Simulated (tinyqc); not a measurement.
RKS/BLYP in the 6-311g basis, for H2, spin multiplicity 1, step by step (part 1 of 2). Computed by tinyqc, a small Python program that keeps every step (integrals from PySCF). Settings: charge = 0, multiplicity = 1, basis = 6-311g, energy threshold = 1e-08, iteration cap = 88, orthogonalisation = symmetric, start = atomic densities, DIIS depth = 8, method = RKS, functional = blyp, grid = [10, 26]. Command: `OMP_NUM_THREADS=1 python tinyqc.py 23680 23681 out.jsonl` (the two numbers bound the seeds that draw the settings). One thread of a shared host (Intel(R) Xeon(R) Processor @ 2.60GHz), about 0.2 s of CPU time with the checks. Later iterations appear only in the table of the cycle.

## One-electron integrals

Geometry (angstrom):
```
atom         x         y         z
H     0.000000  0.000000  0.000000
H     0.000000  0.000000  1.294000
```

Basis 6-311g: exponents (1/bohr^2) and contraction coefficients of normalised primitives:
```
element  l (shell)   exponent  coefficient
H            s (1)  33.865000     0.025494
H            s (1)   5.094790     0.190373
H            s (1)   1.158790     0.852161
H            s (2)   0.325840     1.000000
H            s (3)   0.102741     1.000000
```

Overlap, kinetic and nuclear-attraction integrals over the contracted functions; the nuclear repulsion is the sum of Za Zb / Rab.

nuclear repulsion = 0.40894684 hartree

overlap S, order 1H 1s, 1H 2s, 1H 3s, 2H 1s, 2H 2s, 2H 3s:
$$\begin{pmatrix}
1.000000 & 0.706377 & 0.373664 & 0.023518 & 0.150577 & 0.211906 \\
0.706377 & 1.000000 & 0.788963 & 0.150577 & 0.377501 & 0.494551 \\
0.373664 & 0.788963 & 1.000000 & 0.211906 & 0.494551 & 0.735525 \\
0.023518 & 0.150577 & 0.211906 & 1.000000 & 0.706377 & 0.373664 \\
0.150577 & 0.377501 & 0.494551 & 0.706377 & 1.000000 & 0.788963 \\
0.211906 & 0.494551 & 0.735525 & 0.373664 & 0.788963 & 1.000000
\end{pmatrix}$$

kinetic energy T (hartree), order 1H 1s, 1H 2s, 1H 3s, 2H 1s, 2H 2s, 2H 3s:
$$\begin{pmatrix}
2.304348 & 0.549119 & 0.106346 & -0.058006 & -0.003597 & 0.037492 \\
0.549119 & 0.488760 & 0.184881 & -0.003597 & 0.064678 & 0.079804 \\
0.106346 & 0.184881 & 0.154112 & 0.037492 & 0.079804 & 0.090140 \\
-0.058006 & -0.003597 & 0.037492 & 2.304348 & 0.549119 & 0.106346 \\
-0.003597 & 0.064678 & 0.079804 & 0.549119 & 0.488760 & 0.184881 \\
0.037492 & 0.079804 & 0.090140 & 0.106346 & 0.184881 & 0.154112
\end{pmatrix}$$

nuclear attraction V (hartree), order 1H 1s, 1H 2s, 1H 3s, 2H 1s, 2H 2s, 2H 3s:
$$\begin{pmatrix}
-2.520043 & -1.349590 & -0.667789 & -0.038867 & -0.273800 & -0.380840 \\
-1.349590 & -1.317706 & -0.897848 & -0.273800 & -0.517003 & -0.591507 \\
-0.667789 & -0.897848 & -0.872606 & -0.380840 & -0.591507 & -0.682003 \\
-0.038867 & -0.273800 & -0.380840 & -2.520043 & -1.349590 & -0.667789 \\
-0.273800 & -0.517003 & -0.591507 & -1.349590 & -1.317706 & -0.897848 \\
-0.380840 & -0.591507 & -0.682003 & -0.667789 & -0.897848 & -0.872606
\end{pmatrix}$$

core Hamiltonian H = T + V (hartree), order 1H 1s, 1H 2s, 1H 3s, 2H 1s, 2H 2s, 2H 3s:
$$\begin{pmatrix}
-0.215695 & -0.800471 & -0.561443 & -0.096873 & -0.277397 & -0.343348 \\
-0.800471 & -0.828946 & -0.712967 & -0.277397 & -0.452325 & -0.511702 \\
-0.561443 & -0.712967 & -0.718495 & -0.343348 & -0.511702 & -0.591863 \\
-0.096873 & -0.277397 & -0.343348 & -0.215695 & -0.800471 & -0.561443 \\
-0.277397 & -0.452325 & -0.511702 & -0.800471 & -0.828946 & -0.712967 \\
-0.343348 & -0.511702 & -0.591863 & -0.561443 & -0.712967 & -0.718495
\end{pmatrix}$$

## Two-electron integrals

Functions are numbered as in S; the eight-fold symmetry (ij|kl) = (ji|kl) = (kl|ij) leaves the list below.

Two-electron integrals (ij|kl) in chemists' order, unique and non-zero (hartree):
```
(11|11) 1.393035   (21|11) 0.822971   (21|21) 0.509703   (22|11) 0.822904
(22|21) 0.543028   (22|22) 0.644106   (31|11) 0.411256   (31|21) 0.257757
(31|22) 0.279868   (31|31) 0.130794   (32|11) 0.543681   (32|21) 0.365771
(32|22) 0.452669   (32|31) 0.189803   (32|32) 0.325140   (33|11) 0.494021
(33|21) 0.340115   (33|22) 0.445993   (33|31) 0.178035   (33|32) 0.331779
(33|33) 0.361682   (41|11) 0.018386   (41|21) 0.012377   (41|22) 0.015067
(41|31) 0.006414   (41|32) 0.010651   (41|33) 0.010530   (41|41) 0.000667
(42|11) 0.077366   (42|21) 0.054113   (42|22) 0.072819   (42|31) 0.028471
(42|32) 0.054441   (42|33) 0.058829   (42|41) 0.003313   (42|42) 0.022659
(43|11) 0.093611   (43|21) 0.065829   (43|22) 0.090573   (43|31) 0.034730
(43|32) 0.068924   (43|33) 0.077159   (43|41) 0.003963   (43|42) 0.030064
(43|43) 0.041941   (44|11) 0.408903   (44|21) 0.288670   (44|22) 0.404040
(44|31) 0.152613   (44|32) 0.311371   (44|33) 0.355749   (44|41) 0.018386
(44|42) 0.159634   (44|43) 0.230457   (44|44) 1.393035   (51|11) 0.159634
(51|21) 0.100866   (51|22) 0.110909   (51|31) 0.051301   (51|32) 0.075553
(51|33) 0.071268   (51|41) 0.003313   (51|42) 0.014661   (51|43) 0.017569
(51|44) 0.077366   (51|51) 0.022659   (52|11) 0.244600   (52|21) 0.165913
(52|22) 0.208830   (52|31) 0.086337   (52|32) 0.151202   (52|33) 0.156126
(52|41) 0.007136   (52|42) 0.040253   (52|43) 0.051575   (52|44) 0.244600
(52|51) 0.040253   (52|52) 0.091789   (53|11) 0.237117   (53|21) 0.164135
(53|22) 0.217796   (53|31) 0.086084   (53|32) 0.162954   (53|33) 0.178985
(53|41) 0.007520   (53|42) 0.048665   (53|43) 0.066270   (53|44) 0.326759
(53|51) 0.040324   (53|52) 0.103491   (53|53) 0.127755   (54|11) 0.288670
(54|21) 0.203559   (54|22) 0.283416   (54|31) 0.107547   (54|32) 0.217751
(54|33) 0.248394   (54|41) 0.012377   (54|42) 0.100866   (54|43) 0.144785
(54|44) 0.822971   (54|51) 0.054113   (54|52) 0.165913   (54|53) 0.220678
(54|54) 0.509703   (55|11) 0.404040   (55|21) 0.283416   (55|22) 0.389162
(55|31) 0.149411   (55|32) 0.297259   (55|33) 0.338742   (55|41) 0.015067
(55|42) 0.110909   (55|43) 0.157820   (55|44) 0.822904   (55|51) 0.072819
(55|52) 0.208830   (55|53) 0.275566   (55|54) 0.543028   (55|55) 0.644106
(61|11) 0.230457   (61|21) 0.144785   (61|22) 0.157820   (61|31) 0.073520
(61|32) 0.107187   (61|33) 0.100731   (61|41) 0.003963   (61|42) 0.017569
(61|43) 0.021303   (61|44) 0.093611   (61|51) 0.030064   (61|52) 0.051575
(61|53) 0.051513   (61|54) 0.065829   (61|55) 0.090573   (61|61) 0.041941
(62|11) 0.326759   (62|21) 0.220678   (62|22) 0.275566   (62|31) 0.114673
(62|32) 0.198915   (62|33) 0.204709   (62|41) 0.007520   (62|42) 0.040324
(62|43) 0.051513   (62|44) 0.237117   (62|51) 0.048665   (62|52) 0.103491
(62|53) 0.114390   (62|54) 0.164135   (62|55) 0.217796   (62|61) 0.066270
(62|62) 0.127755   (63|11) 0.331436   (63|21) 0.229195   (63|22) 0.304196
(63|31) 0.120183   (63|32) 0.228145   (63|33) 0.253012   (63|41) 0.008476
(63|42) 0.051629   (63|43) 0.069762   (63|44) 0.331436   (63|51) 0.051629
(63|52) 0.123835   (63|53) 0.150147   (63|54) 0.229195   (63|55) 0.304196
(63|61) 0.069762   (63|62) 0.150147   (63|63) 0.195669   (64|11) 0.152613
(64|21) 0.107547   (64|22) 0.149411   (64|31) 0.056802   (64|32) 0.114672
(64|33) 0.130754   (64|41) 0.006414   (64|42) 0.051301   (64|43) 0.073520
(64|44) 0.411256   (64|51) 0.028471   (64|52) 0.086337   (64|53) 0.114673
(64|54) 0.257757   (64|55) 0.279868   (64|61) 0.034730   (64|62) 0.086084
(64|63) 0.120183   (64|64) 0.130794   (65|11) 0.311371   (65|21) 0.217751
(65|22) 0.297259   (65|31) 0.114672   (65|32) 0.226703   (65|33) 0.258932
(65|41) 0.010651   (65|42) 0.075553   (65|43) 0.107187   (65|44) 0.543681
(65|51) 0.054441   (65|52) 0.151202   (65|53) 0.198915   (65|54) 0.365771
(65|55) 0.452669   (65|61) 0.068924   (65|62) 0.162954   (65|63) 0.228145
(65|64) 0.189803   (65|65) 0.325140   (66|11) 0.355749   (66|21) 0.248394
(66|22) 0.338742   (66|31) 0.130754   (66|32) 0.258932   (66|33) 0.299487
(66|41) 0.010530   (66|42) 0.071268   (66|43) 0.100731   (66|44) 0.494021
(66|51) 0.058829   (66|52) 0.156126   (66|53) 0.204709   (66|54) 0.340115
(66|55) 0.445993   (66|61) 0.077159   (66|62) 0.178985   (66|63) 0.253012
(66|64) 0.178035   (66|65) 0.331779   (66|66) 0.361682
```

## Orthogonalisation

S = U s U^T; symmetric (Loewdin) form X = U s^(-1/2) U^T, so that X^T S X = 1.

eigenvalues of S: [0.062621, 0.129440, 0.339589, 0.707154, 1.461247, 3.299950]

X, order 1H 1s, 1H 2s, 1H 3s, 2H 1s, 2H 2s, 2H 3s:
$$\begin{pmatrix}
1.372495 & -0.744432 & 0.204032 & 0.021036 & 0.039436 & -0.056492 \\
-0.744432 & 2.111060 & -1.006468 & 0.039436 & -0.222884 & 0.179796 \\
0.204032 & -1.006468 & 2.045728 & -0.056492 & 0.179796 & -0.808287 \\
0.021036 & 0.039436 & -0.056492 & 1.372495 & -0.744432 & 0.204032 \\
0.039436 & -0.222884 & 0.179796 & -0.744432 & 2.111060 & -1.006468 \\
-0.056492 & 0.179796 & -0.808287 & 0.204032 & -1.006468 & 2.045728
\end{pmatrix}$$

## Starting guess

The start is atomic minimal-basis densities projected into this basis (PySCF's MINAO start) and scaled to the electron count of each spin; this density is not idempotent, so its energy is not variational and may lie below the converged one.

D at the start, order 1H 1s, 1H 2s, 1H 3s, 2H 1s, 2H 2s, 2H 3s:
$$\begin{pmatrix}
0.095635 & 0.155382 & 0.098544 & 0.001209 & -0.001254 & 0.003337 \\
0.155382 & 0.252564 & 0.160039 & -0.001254 & -0.007267 & 0.002108 \\
0.098544 & 0.160039 & 0.101588 & 0.003337 & 0.002108 & 0.005594 \\
0.001209 & -0.001254 & 0.003337 & 0.095635 & 0.155382 & 0.098544 \\
-0.001254 & -0.007267 & 0.002108 & 0.155382 & 0.252564 & 0.160039 \\
0.003337 & 0.002108 & 0.005594 & 0.098544 & 0.160039 & 0.101588
\end{pmatrix}$$

## Iteration 1: exchange-correlation on the grid

Becke grid with 10 radial and 26 angular points per atom, points of zero weight dropped. rho = sum D_ij phi_i phi_j; V_xc,ij = sum w v_xc phi_i phi_j plus the gradient terms; v_xc is d(rho eps)/d rho at fixed gradient.

The 12 grid points with the largest w rho, of 514 (bohr, atomic units):
```
x                  y          z         w       rho  |grad rho|^2     eps_xc       v_xc
0.000000    0.000000   1.058395  0.273110  0.059894      0.002338  -0.326904  -0.415206
0.000000    0.000000   1.386911  0.273110  0.059894      0.002338  -0.326904  -0.415206
-1.058395   0.000000   0.000000  0.381193  0.042043      0.008651  -0.323351  -0.359646
0.000000    1.058395   0.000000  0.381193  0.042043      0.008651  -0.323351  -0.359646
1.058395    0.000000   0.000000  0.381193  0.042043      0.008651  -0.323351  -0.359646
0.000000   -1.058395   0.000000  0.381193  0.042043      0.008651  -0.323351  -0.359646
-1.058395   0.000000   2.445306  0.381193  0.042043      0.008651  -0.323351  -0.359646
0.000000    1.058395   2.445306  0.381193  0.042043      0.008651  -0.323351  -0.359646
0.000000   -1.058395   2.445306  0.381193  0.042043      0.008651  -0.323351  -0.359646
1.058395    0.000000   2.445306  0.381193  0.042043      0.008651  -0.323351  -0.359646
0.000000    0.000000  -1.058395  0.381535  0.041002      0.008538  -0.322115  -0.356957
0.000000    0.000000   3.503701  0.381535  0.041002      0.008538  -0.322115  -0.356957
```

electrons on the grid, sum of w rho = 2.000208

E_xc = sum of w rho eps_xc = -0.61397264 hartree

V_xc (hartree), order 1H 1s, 1H 2s, 1H 3s, 2H 1s, 2H 2s, 2H 3s:
$$\begin{pmatrix}
-0.591567 & -0.347963 & -0.174422 & -0.009439 & -0.069425 & -0.098460 \\
-0.347963 & -0.359159 & -0.241107 & -0.069425 & -0.136275 & -0.156052 \\
-0.174422 & -0.241107 & -0.218994 & -0.098460 & -0.156052 & -0.170342 \\
-0.009439 & -0.069425 & -0.098460 & -0.591567 & -0.347963 & -0.174422 \\
-0.069425 & -0.136275 & -0.156052 & -0.347963 & -0.359159 & -0.241107 \\
-0.098460 & -0.156052 & -0.170342 & -0.174422 & -0.241107 & -0.218994
\end{pmatrix}$$

## Iteration 1: building the Kohn-Sham matrix

J_ij = sum D_kl (ij|kl); F = H + J + V_xc; E = tr D H + tr D J / 2 + E_xc + E_nn.

Coulomb J (hartree), order 1H 1s, 1H 2s, 1H 3s, 2H 1s, 2H 2s, 2H 3s:
$$\begin{pmatrix}
1.302954 & 0.858076 & 0.443142 & 0.030399 & 0.188377 & 0.255794 \\
0.858076 & 1.043177 & 0.751922 & 0.188377 & 0.419364 & 0.494268 \\
0.443142 & 0.751922 & 0.782516 & 0.255794 & 0.494268 & 0.606679 \\
0.030399 & 0.188377 & 0.255794 & 1.302954 & 0.858076 & 0.443142 \\
0.188377 & 0.419364 & 0.494268 & 0.858076 & 1.043177 & 0.751922 \\
0.255794 & 0.494268 & 0.606679 & 0.443142 & 0.751922 & 0.782516
\end{pmatrix}$$

Kohn-Sham matrix F (hartree), order 1H 1s, 1H 2s, 1H 3s, 2H 1s, 2H 2s, 2H 3s:
$$\begin{pmatrix}
0.495692 & -0.290358 & -0.292723 & -0.075913 & -0.158444 & -0.186014 \\
-0.290358 & -0.144928 & -0.202152 & -0.158444 & -0.169235 & -0.173487 \\
-0.292723 & -0.202152 & -0.154972 & -0.186014 & -0.173487 & -0.155526 \\
-0.075913 & -0.158444 & -0.186014 & 0.495692 & -0.290358 & -0.292723 \\
-0.158444 & -0.169235 & -0.173487 & -0.290358 & -0.144928 & -0.202152 \\
-0.186014 & -0.173487 & -0.155526 & -0.292723 & -0.202152 & -0.154972
\end{pmatrix}$$

total energy of this density = -0.92806411 hartree

This density is the starting one; it is not idempotent, so its energy is not variational and may lie below the converged one.

## Iteration 1: diagonalisation and new density

Diagonalise F' = X^T F X, C = X C', fill 1 alpha and 1 beta electrons from the bottom; D = 2 C_occ C_occ^T. Each column has its largest component positive (the first on a tie).

F' = X^T F X (hartree):
$$\begin{pmatrix}
1.345217 & -1.040556 & 0.032317 & 0.070183 & -0.042014 & -0.084536 \\
-1.040556 & 0.806630 & -0.314479 & -0.042014 & -0.120733 & 0.033877 \\
0.032317 & -0.314479 & 0.108323 & -0.084536 & 0.033877 & -0.086138 \\
0.070183 & -0.042014 & -0.084536 & 1.345217 & -1.040556 & 0.032317 \\
-0.042014 & -0.120733 & 0.033877 & -1.040556 & 0.806630 & -0.314479 \\
-0.084536 & 0.033877 & -0.086138 & 0.032317 & -0.314479 & 0.108323
\end{pmatrix}$$

orbital energies (hartree): MO1 -0.301664, MO2 -0.075300, MO3 0.225284, MO4 0.307031, MO5 2.165127, MO6 2.199863

coefficients C, order 1H 1s, 1H 2s, 1H 3s, 2H 1s, 2H 2s, 2H 3s:
$$\begin{pmatrix}
0.164181 & 0.163019 & -0.078568 & -0.127819 & -1.100668 & -1.094180 \\
0.283392 & 0.283179 & -0.896874 & -1.024862 & 1.613677 & 1.219883 \\
0.217435 & 0.842764 & 0.918360 & 1.760804 & -0.999784 & -0.477016 \\
0.164181 & -0.163019 & -0.078568 & 0.127819 & 1.100668 & -1.094180 \\
0.283392 & -0.283179 & -0.896874 & 1.024862 & -1.613677 & 1.219883 \\
0.217435 & -0.842764 & 0.918360 & -1.760804 & 0.999784 & -0.477016
\end{pmatrix}$$

D after iteration 1, order 1H 1s, 1H 2s, 1H 3s, 2H 1s, 2H 2s, 2H 3s:
$$\begin{pmatrix}
0.053911 & 0.093055 & 0.071397 & 0.053911 & 0.093055 & 0.071397 \\
0.093055 & 0.160622 & 0.123239 & 0.093055 & 0.160622 & 0.123239 \\
0.071397 & 0.123239 & 0.094556 & 0.071397 & 0.123239 & 0.094556 \\
0.053911 & 0.093055 & 0.071397 & 0.053911 & 0.093055 & 0.071397 \\
0.093055 & 0.160622 & 0.123239 & 0.093055 & 0.160622 & 0.123239 \\
0.071397 & 0.123239 & 0.094556 & 0.071397 & 0.123239 & 0.094556
\end{pmatrix}$$

## Iteration 2: exchange-correlation on the grid

As before.

The 12 grid points with the largest w rho, of 514 (bohr, atomic units):
```
x                  y         z         w       rho  |grad rho|^2     eps_xc       v_xc
0.000000    0.000000  1.058395  0.273110  0.078256      0.000867  -0.350153  -0.458154
0.000000    0.000000  1.386911  0.273110  0.078256      0.000867  -0.350153  -0.458154
-0.748398   0.000000  0.748398  0.281041  0.055386      0.005980  -0.330115  -0.397183
0.000000   -0.748398  0.748398  0.281041  0.055386      0.005980  -0.330115  -0.397183
0.000000    0.748398  0.748398  0.281041  0.055386      0.005980  -0.330115  -0.397183
0.748398    0.000000  0.748398  0.281041  0.055386      0.005980  -0.330115  -0.397183
0.000000   -0.748398  1.696907  0.281041  0.055386      0.005980  -0.330115  -0.397183
-0.748398   0.000000  1.696907  0.281041  0.055386      0.005980  -0.330115  -0.397183
0.748398    0.000000  1.696907  0.281041  0.055386      0.005980  -0.330115  -0.397183
0.000000    0.748398  1.696907  0.281041  0.055386      0.005980  -0.330115  -0.397183
0.000000    1.748638  0.000000  1.493002  0.010260      0.000375  -0.215825  -0.231961
1.748638    0.000000  0.000000  1.493002  0.010260      0.000375  -0.215825  -0.231961
```

electrons on the grid, sum of w rho = 1.998094

E_xc = sum of w rho eps_xc = -0.56574048 hartree

V_xc (hartree), order 1H 1s, 1H 2s, 1H 3s, 2H 1s, 2H 2s, 2H 3s:
$$\begin{pmatrix}
-0.557483 & -0.333559 & -0.168201 & -0.010163 & -0.069706 & -0.096266 \\
-0.333559 & -0.356678 & -0.242478 & -0.069706 & -0.142105 & -0.160108 \\
-0.168201 & -0.242478 & -0.223045 & -0.096266 & -0.160108 & -0.175356 \\
-0.010163 & -0.069706 & -0.096266 & -0.557483 & -0.333559 & -0.168201 \\
-0.069706 & -0.142105 & -0.160108 & -0.333559 & -0.356678 & -0.242478 \\
-0.096266 & -0.160108 & -0.175356 & -0.168201 & -0.242478 & -0.223045
\end{pmatrix}$$

## Iteration 2: building the Kohn-Sham matrix

As before.

Coulomb J (hartree), order 1H 1s, 1H 2s, 1H 3s, 2H 1s, 2H 2s, 2H 3s:
$$\begin{pmatrix}
1.245327 & 0.828796 & 0.429309 & 0.030543 & 0.185597 & 0.249366 \\
0.828796 & 1.023762 & 0.741899 & 0.185597 & 0.418336 & 0.490916 \\
0.429309 & 0.741899 & 0.776915 & 0.249366 & 0.490916 & 0.604258 \\
0.030543 & 0.185597 & 0.249366 & 1.245327 & 0.828796 & 0.429309 \\
0.185597 & 0.418336 & 0.490916 & 0.828796 & 1.023762 & 0.741899 \\
0.249366 & 0.490916 & 0.604258 & 0.429309 & 0.741899 & 0.776915
\end{pmatrix}$$

Kohn-Sham matrix F (hartree), order 1H 1s, 1H 2s, 1H 3s, 2H 1s, 2H 2s, 2H 3s:
$$\begin{pmatrix}
0.472149 & -0.305233 & -0.300334 & -0.076493 & -0.161506 & -0.190249 \\
-0.305233 & -0.161861 & -0.213546 & -0.161506 & -0.176094 & -0.180894 \\
-0.300334 & -0.213546 & -0.164624 & -0.190249 & -0.180894 & -0.162961 \\
-0.076493 & -0.161506 & -0.190249 & 0.472149 & -0.305233 & -0.300334 \\
-0.161506 & -0.176094 & -0.180894 & -0.305233 & -0.161861 & -0.213546 \\
-0.190249 & -0.180894 & -0.162961 & -0.300334 & -0.213546 & -0.164624
\end{pmatrix}$$

total energy of this density = -1.09263305 hartree

## Iteration 2: DIIS over 2 matrices

error matrix X^T (FDS - SDF) X:
$$\begin{pmatrix}
0.000000 & -0.002140 & -0.004849 & 0.000000 & -0.002140 & -0.004849 \\
0.002140 & 0.000000 & -0.004191 & 0.002140 & 0.000000 & -0.004191 \\
0.004849 & 0.004191 & 0.000000 & 0.004849 & 0.004191 & 0.000000 \\
0.000000 & -0.002140 & -0.004849 & 0.000000 & -0.002140 & -0.004849 \\
0.002140 & 0.000000 & -0.004191 & 0.002140 & 0.000000 & -0.004191 \\
0.004849 & 0.004191 & 0.000000 & 0.004849 & 0.004191 & 0.000000
\end{pmatrix}$$

B (overlaps of the stored error matrices):
$$\begin{pmatrix}
3.9059193e-02 & -1.1734046e-03 \\
-1.1734046e-03 & 3.6527732e-04
\end{pmatrix}$$

Minimise |sum c_i e_i|^2 with sum c_i = 1: solve [B -1; -1 0][c; lambda] = [0; -1] with B_ij = tr e_i^T e_j, and take F = sum c_i F_i.

DIIS coefficients: [0.036836, 0.963164]

extrapolated F (hartree), order 1H 1s, 1H 2s, 1H 3s, 2H 1s, 2H 2s, 2H 3s:
$$\begin{pmatrix}
0.473016 & -0.304685 & -0.300054 & -0.076472 & -0.161393 & -0.190093 \\
-0.304685 & -0.161238 & -0.213127 & -0.161393 & -0.175841 & -0.180621 \\
-0.300054 & -0.213127 & -0.164269 & -0.190093 & -0.180621 & -0.162687 \\
-0.076472 & -0.161393 & -0.190093 & 0.473016 & -0.304685 & -0.300054 \\
-0.161393 & -0.175841 & -0.180621 & -0.304685 & -0.161238 & -0.213127 \\
-0.190093 & -0.180621 & -0.162687 & -0.300054 & -0.213127 & -0.164269
\end{pmatrix}$$
